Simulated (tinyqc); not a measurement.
# Sneak paths and read margin

Worst-case read of an N x N array without selectors, ideal wires, unselected lines floating and all unselected cells in the low state with resistance K Ron: the sneak path is Rsn = K Ron [2/(N - 1) + 1/(N - 1)^2], in parallel with the selected cell Rc. A sense resistor Ron to ground gives Vout = Vr Ron/(Ron + Rc Rsn/(Rc + Rsn)); margin = [Vout(Rc = Ron) - Vout(Rc = ra Ron)]/Vr.

Values chosen for this exercise:
- Ron = 10 kohm (resistance of the low state)
- ra = 1000 (ratio Roff/Ron)
- K = 20 (factor by which unselected cells are more resistive)
- Vr = 0.2 V (read voltage)

Sneak paths and read margin:
```
N	Rsn (kohm)	Vout, low state (mV)	Vout, high state (mV)	margin (%)
2	600.0	100.8	3.472	48.68
3	250.0	102.0	7.877	47.04
4	155.6	103.1	12.26	45.43
8	61.22	107.6	28.23	39.66
16	27.56	115.4	53.36	31.00
32	13.11	127.6	86.60	20.50
64	6.400	143.9	122.0	10.94
128	3.162	161.3	152.0	4.648
256	1.572	176.1	172.8	1.622
```

What does the table show?

The margin falls from 48.7 to 1.62 %; a lone cell has 49.9 %. It first drops below 10 % at N = 128 among the rows, where Rsn = 0.32 Ron. Between the last two rows it goes as N^(-1.52).

Computed by the program tinyqc: `OMP_NUM_THREADS=1 python tinyqc.py 2880133 2880134 out.jsonl`, one thread of a shared Intel Xeon 2.30GHz, about 0.03 s for the whole run.
